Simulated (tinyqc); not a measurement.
# Area and perimeter leakage from two diodes

Question. A square diode and a finger diode leak I = JA area + JP perimeter. Find JA, JP and the side of the square at which both parts are equal.

areas (um^2): [40000, 27000]
perimeters (um): [800, 11070]
leakage currents (pA): [7.36, 17.604000]

Solution. Two linear equations give JA and JP; for a square of side a, JA a^2 = 4 JP a at a = 4 JP/JA.

JA = 1.60e-8 A/cm^2
JP = 1.20e-11 A/cm
side for equal parts = 30.0 um

Numbers from tinyqc (`OMP_NUM_THREADS=1 python tinyqc.py 2290167 2290168 out.jsonl`; about 0.01 s on one thread of a shared Intel Xeon 2.30GHz).
